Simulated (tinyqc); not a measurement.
# Schottky barrier on an n-type semiconductor, non-linear Poisson equation by Newton steps: effect of the barrier height

One dimension, metal at x = 0, donor density C(x) = Nd, uniform. Energies are counted from the electron Fermi level of the semiconductor and the conduction-band edge is Ec = -psi, so n = Nc exp(psi/Vt); holes follow the Fermi level of the metal, at -V, so p = Nv exp((V - psi - Eg)/Vt). Ends: psi(0) = V - phiB and psi = Vt ln(Nd/Nc) deep inside. Boltzmann statistics, full ionisation, no current, no image force in the Poisson equation.

First integral for uniform doping: E_0^2 = (2 q/(eps0 eps_r)) [Nd (U - Vt + Vt exp(-U/Vt)) + Vt p_0], U = Vbi - V, Vbi = phiB - Vt ln(Nc/Nd), p_0 = Nv exp((phiB - Eg)/Vt) (deep holes neglected). Image-force lowering dphi = sqrt(q E_0/(4 pi eps0 eps_r)), at x_m = sqrt(q/(16 pi eps0 eps_r E_0)). W = sqrt(2 eps0 eps_r U/(q Nd)).

Inputs (values chosen for the exercise); band and dielectric values close to those of silicon: temperature T = 300 K; band gap Eg = 1.13 eV; relative permittivity eps_r = 11.8; conduction-band density of states at T Nc = 2.85e19 cm^-3; valence-band density of states at T Nv = 2.63e19 cm^-3; donor density deep in the semiconductor Nd = 1.4e16 cm^-3; bias of the metal against the semiconductor V = 0 V.

Constants: q = 1.602176634e-19 C, kB = 1.380649e-23 J/K, Vt = kB T/q, eps0 = 8.8541878128e-14 F/cm where lengths are in cm. Results are converted to the units shown.

Effect of the barrier height:

| phiB (eV) | Vbi (V) | W (nm) | E_0 (kV/cm) | dphi (mV) | exp(dphi/Vt) | p_0/Nd |
|---|---|---|---|---|---|---|
| 0.45 | 0.25304 | 153.54 | 31.233 | 19.523 | 2.1280 | 7.0848e-9 |
| 0.54 | 0.34304 | 178.77 | 36.905 | 21.221 | 2.2725 | 2.3028e-7 |
| 0.63 | 0.43304 | 200.85 | 41.814 | 22.589 | 2.3959 | 7.4851e-6 |
| 0.72 | 0.52304 | 220.74 | 46.204 | 23.745 | 2.5055 | 2.4329e-4 |
| 0.81 | 0.61304 | 238.98 | 50.221 | 24.756 | 2.6054 | 0.0079080 |
| 0.9 | 0.70304 | 255.92 | 54.187 | 25.715 | 2.7039 | 0.25704 |
| 0.98 | 0.78304 | 270.09 | 62.298 | 27.572 | 2.9053 | 5.6746 |
| 1.07 | 0.87304 | 285.19 | 155.28 | 43.530 | 5.3861 | 184.45 |

Read the table: what changes, and by how much?

As phiB goes from 0.45 to 1.07, the surface field rises from 31.2 to 155 kV/cm, the lowering rises from 19.5 to 43.5 mV and W rises from 154 to 285 nm. From phiB = 0.98 on, holes at the metal outnumber the donors.

Computed by the program tinyqc: `OMP_NUM_THREADS=1 python tinyqc.py 2020087 2020088 out.jsonl`, one thread of a shared Intel Xeon 2.30GHz, about 0.04 s for the whole run.
